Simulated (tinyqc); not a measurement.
How errors in the targets pass to the parameters: fitting sp3s* parameters to three gaps by Newton steps.

J:
```
           Esc     Vxapc     Vpaxc
Gamma  0.76056   0.00000   0.00000
X      0.00000  -0.87515   0.00000
L      0.36825  -0.25301  -0.13607
```

The gaps at Gamma, X and L of an sp3s* model are fitted with Esc, Vxapc and Vpaxc; J holds the derivatives of the gaps by these parameters at the start. The change of each parameter for +10 meV on one target is 10 J^-1, in meV.

Shifts (meV):

| target raised | Esc | Vxapc | Vpaxc |
|---|---|---|---|
| Gamma | 13.1 | 0.0 | 35.6 |
| X | 0.0 | -11.4 | 21.2 |
| L | 0.0 | 0.0 | -73.5 |

root sum of squares (meV): Esc 13.1, Vxapc 11.4, Vpaxc 84.4

What can be read from this table?

Independent errors of 10 meV leave Vpaxc least certain (84 meV) and Vxapc best fixed (11.4 meV). The largest single entry, 73 meV, comes from the target at L.

Computed by tinyqc, a small Python program: `OMP_NUM_THREADS=1 python tinyqc.py 1482310 1482311 out.jsonl` (the numbers bound the seed that draws the inputs); one thread of a shared host (Intel(R) Xeon(R) Processor @ 2.30GHz), about 0.3 s for the whole set of steps.
